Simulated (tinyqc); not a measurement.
FCI on RHF in the 6-311g basis, for H2, spin multiplicity 1, step by step (part 2 of 2). Computed by tinyqc, a small Python program that keeps every step (integrals from PySCF). Command: `OMP_NUM_THREADS=1 python tinyqc.py 20707 20708 out.jsonl` (the two numbers bound the seeds that draw the settings). One thread of a shared host (Intel(R) Xeon(R) Processor @ 2.60GHz), about 0.1 s of CPU time with the checks.

Geometry (angstrom):
```
atom         x         y         z
H     0.000000  0.000000  0.000000
H     0.000000  0.000000  0.968000
```

## FCI: determinants and Hamiltonian

one-electron integrals over orbitals h = C^T H C (hartree):
```
           1          2          3          4          5          6
1  -1.114035   0.000000   0.121775   0.000000   0.000000   0.065273
2   0.000000  -0.535380   0.000000   0.206620   0.029300   0.000000
3   0.121775   0.000000  -0.334768   0.000000   0.000000  -0.142061
4   0.000000   0.206620   0.000000  -0.262823  -0.202671   0.000000
5   0.000000   0.029300   0.000000  -0.202671   1.413437   0.000000
6   0.065273   0.000000  -0.142061   0.000000   0.000000   1.510348
```

Two-electron integrals over orbitals (pq|rs), unique and non-zero (hartree):
```
(11|11) 0.578868    (21|21) 0.069347    (22|11) 0.367162    (22|22) 0.314082
(31|11) -0.121775   (31|22) -0.037293   (31|31) 0.054241    (32|21) 0.014981
(32|32) 0.030795    (33|11) 0.356959    (33|22) 0.280236    (33|31) -0.039041
(33|33) 0.281421    (41|21) -0.073684   (41|32) 0.006544    (41|41) 0.097793
(42|11) -0.140152   (42|22) -0.058356   (42|31) 0.047566    (42|33) -0.051234
(42|42) 0.064237    (43|21) 0.047970    (43|32) 0.014891    (43|41) -0.049507
(43|43) 0.040056    (44|11) 0.461575    (44|22) 0.334649    (44|31) -0.080931
(44|33) 0.307566    (44|42) -0.102478   (44|44) 0.400862    (51|21) -0.028774
(51|32) 0.019251    (51|41) 0.055657    (51|43) -0.028812   (51|51) 0.076915
(52|11) -0.029037   (52|22) 0.006483    (52|31) 0.024272    (52|33) -0.005154
(52|42) 0.011277    (52|44) -0.018628   (52|52) 0.028394    (53|21) 0.033753
(53|32) -0.007196   (53|41) -0.048689   (53|43) 0.023900    (53|51) -0.042650
(53|53) 0.031801    (54|11) 0.129164    (54|22) 0.037876    (54|31) -0.058227
(54|33) 0.045930    (54|42) -0.052230   (54|44) 0.090053    (54|52) -0.040542
(54|54) 0.085247    (55|11) 0.606650    (55|22) 0.380974    (55|31) -0.142425
(55|33) 0.362572    (55|42) -0.158792   (55|44) 0.496364    (55|52) -0.061674
(55|54) 0.188251    (55|55) 0.733948    (61|11) -0.065273   (61|22) -0.017369
(61|31) 0.039775    (61|33) -0.019284   (61|42) 0.031242    (61|44) -0.054658
(61|52) 0.038042    (61|54) -0.068765   (61|55) -0.135953   (61|61) 0.072051
(62|21) -0.010387   (62|32) 0.006685    (62|41) 0.020923    (62|43) -0.013786
(62|51) 0.035515    (62|53) -0.016900   (62|62) 0.018895    (63|11) 0.090918
(63|22) 0.037352    (63|31) -0.035481   (63|33) 0.032970    (63|42) -0.037361
(63|44) 0.067238    (63|52) -0.018628   (63|54) 0.048869    (63|55) 0.127410
(63|61) -0.039111   (63|63) 0.032840    (64|21) 0.026402    (64|32) -0.019052
(64|41) -0.050198   (64|43) 0.021974    (64|51) -0.062760   (64|53) 0.036969
(64|62) -0.029361   (64|64) 0.056483    (65|21) 0.110277    (65|32) -0.006154
(65|41) -0.145294   (65|43) 0.083160    (65|51) -0.123153   (65|53) 0.090471
(65|62) -0.053711   (65|64) 0.107166    (65|65) 0.285185    (66|11) 0.600168
(66|22) 0.370633    (66|31) -0.136651   (66|33) 0.361375    (66|42) -0.154425
(66|44) 0.484913    (66|52) -0.058784   (66|54) 0.179168    (66|55) 0.707308
(66|61) -0.118690   (66|63) 0.118969    (66|66) 0.694081
```

nuclear repulsion = 0.54667067 hartree

Hartree-Fock energy = -1.10253139 hartree

Slater-Condon rules over spin orbitals, with the nuclear repulsion added and E(HF) subtracted on the diagonal. Only determinants linked to the reference directly or through others are kept (one block of an abelian symmetry group), so some states are absent.

Occupation strings over the orbitals (2 doubly, a alpha, b beta, 0 empty; spin orbitals ordered 1a 1b 2a 2b ...): 200000 a0b000 a0000b b0a000 b0000a 020000 0a0b00 0a00b0 002000 00a00b 0b0a00 000200 000ab0 0b00a0 000ba0 000020 00b00a 000002

H - E(HF) between determinants (hartree):
```
           200000     a0b000     a0000b     b0a000     b0000a     020000     0a0b00     0a00b0
200000   0.000000   0.000000   0.000000   0.000000   0.000000   0.069347  -0.073684  -0.028774
a0b000   0.000000   0.557358  -0.051143  -0.054241  -0.039775   0.014981   0.047970   0.033753
a0000b   0.000000  -0.051143   2.645683  -0.039775  -0.072051  -0.010387   0.026402   0.110277
b0a000   0.000000  -0.054241  -0.039775   0.557358  -0.051143  -0.014981  -0.006544  -0.019251
b0000a   0.000000  -0.039775  -0.072051  -0.051143   2.645683   0.010387  -0.020923  -0.035515
020000   0.069347   0.014981  -0.010387  -0.014981   0.010387   0.892524   0.148264   0.035783
0a0b00  -0.073684   0.047970   0.026402  -0.006544  -0.020923   0.148264   1.185648  -0.164794
0a00b0  -0.028774   0.033753   0.110277  -0.019251  -0.035515   0.035783  -0.164794   2.908233
002000   0.054241   0.082734  -0.035481  -0.082734   0.035481   0.030795   0.014891  -0.007196
00a00b   0.039775  -0.035481  -0.014875  -0.045989   0.039111   0.006685  -0.019052  -0.006154
0b0a00   0.073684  -0.006544  -0.020923   0.047970   0.026402  -0.148264  -0.064237  -0.011277
000200   0.097793  -0.049507  -0.050198   0.049507   0.050198   0.064237   0.104141  -0.052230
000ab0   0.055657  -0.048689  -0.145294   0.028812   0.062760   0.011277  -0.052230   0.047828
0b00a0   0.028774  -0.019251  -0.035515   0.033753   0.110277  -0.035783  -0.011277  -0.028394
000ba0  -0.055657   0.028812   0.062760  -0.048689  -0.145294  -0.011277  -0.010673   0.040542
000020   0.076915  -0.042650  -0.123153   0.042650   0.123153   0.028394  -0.040542  -0.032374
00b00a  -0.039775  -0.045989   0.039111  -0.035481  -0.014875  -0.006685   0.013786   0.016900
000002   0.072051  -0.039111  -0.053417   0.039111   0.053417   0.018895  -0.029361  -0.053711

           002000     00a00b     0b0a00     000200     000ab0     0b00a0     000ba0     000020
200000   0.054241   0.039775   0.073684   0.097793   0.055657   0.028774  -0.055657   0.076915
a0b000   0.082734  -0.035481  -0.006544  -0.049507  -0.048689  -0.019251   0.028812  -0.042650
a0000b  -0.035481  -0.014875  -0.020923  -0.050198  -0.145294  -0.035515   0.062760  -0.123153
b0a000  -0.082734  -0.045989   0.047970   0.049507   0.028812   0.033753  -0.048689   0.042650
b0000a   0.035481   0.039111   0.026402   0.050198   0.062760   0.110277  -0.145294   0.123153
020000   0.030795   0.006685  -0.148264   0.064237   0.011277  -0.035783  -0.011277   0.028394
0a0b00   0.014891  -0.019052  -0.064237   0.104141  -0.052230  -0.011277  -0.010673  -0.040542
0a00b0  -0.007196  -0.006154  -0.011277  -0.052230   0.047828  -0.028394   0.040542  -0.032374
002000   1.261087  -0.109091  -0.014891   0.040056   0.023900   0.007196  -0.023900   0.031801
00a00b  -0.109091   3.186157   0.013786   0.021974   0.083160   0.016900  -0.036969   0.090471
0b0a00  -0.014891   0.013786   1.185648  -0.104141  -0.010673  -0.164794  -0.052230   0.040542
000200   0.040056   0.021974  -0.104141   1.524418  -0.112618   0.052230   0.112618   0.085247
000ab0   0.023900   0.083160  -0.010673  -0.112618   3.296180   0.040542  -0.085247  -0.014419
0b00a0   0.007196   0.016900  -0.164794   0.052230   0.040542   2.908233   0.047828   0.032374
000ba0  -0.023900  -0.036969  -0.052230   0.112618  -0.085247   0.047828   3.296180   0.014419
000020   0.031801   0.090471   0.040542   0.085247  -0.014419   0.032374   0.014419   5.210024
00b00a   0.109091  -0.032840  -0.019052  -0.021974  -0.036969  -0.006154   0.083160  -0.090471
000002   0.032840  -0.023092   0.029361   0.056483   0.107166   0.053711  -0.107166   0.285185

           00b00a     000002
200000  -0.039775   0.072051
a0b000  -0.045989  -0.039111
a0000b   0.039111  -0.053417
b0a000  -0.035481   0.039111
b0000a  -0.014875   0.053417
020000  -0.006685   0.018895
0a0b00   0.013786  -0.029361
0a00b0   0.016900  -0.053711
002000   0.109091   0.032840
00a00b  -0.032840  -0.023092
0b0a00  -0.019052   0.029361
000200  -0.021974   0.056483
000ab0  -0.036969   0.107166
0b00a0  -0.006154   0.053711
000ba0   0.083160  -0.107166
000020  -0.090471   0.285185
00b00a   3.186157   0.023092
000002   0.023092   5.363978
```

## FCI: roots

Diagonalise (each vector has its largest component positive (the first on a tie)); all determinants have Ms = 0, so triplets appear too. The lowest singlet root is the correlation energy.

lowest roots of this matrix, relative to E(HF) (hartree): -0.031558  0.493459  0.572731  0.800585  1.105468  1.245133  1.280541  1.601954

lowest vectors:
```
           root 1     root 2     root 3     root 4
200000   0.986332   0.000000   0.022167   0.123153
a0b000  -0.008832   0.704350   0.688693  -0.027467
a0000b  -0.006284   0.031189   0.008398   0.010586
b0a000   0.008832   0.704350  -0.688693   0.027467
b0000a   0.006284   0.031189  -0.008398  -0.010586
020000  -0.091538   0.000000  -0.009721   0.903008
0a0b00   0.074112  -0.048626  -0.064518  -0.284640
0a00b0   0.013324  -0.009122  -0.018030  -0.035084
002000  -0.038591   0.000000  -0.175892  -0.046174
00a00b  -0.011091   0.021145  -0.013265  -0.009359
0b0a00  -0.074112  -0.048626   0.064518   0.284640
000200  -0.068375   0.000000   0.095266  -0.020364
000ab0  -0.016822   0.004911   0.023946  -0.010791
0b00a0  -0.013324  -0.009122   0.018030   0.035084
000ba0   0.016822   0.004911  -0.023946   0.010791
000020  -0.010929   0.000000   0.011045  -0.012053
00b00a   0.011091   0.021145   0.013265   0.009359
000002  -0.009930   0.000000   0.008167  -0.008645
```

<S^2> of these roots: 0.000000  2.000000  0.000000  0.000000  2.000000  0.000000  0.000000  0.000000

weight of the ground state by excitation level 0, 1, 2, ...: 0.972851  0.000235  0.026914

## The lowest root by the Davidson method

Start from the reference; add the residual divided by (theta - H_ii), orthogonalised, at each step.

Davidson iterations:
```
iteration  subspace  lowest Ritz value (hartree)  residual norm
1                 1                            0       2.24e-01
2                 2                  -0.03070733       4.96e-02
3                 3                  -0.03154560       5.29e-03
4                 4                  -0.03155825       6.01e-04
5                 5                  -0.03155843       6.67e-05
6                 6                  -0.03155843       7.98e-06
7                 7                  -0.03155843       2.58e-07
8                 8                  -0.03155843       1.77e-08
```
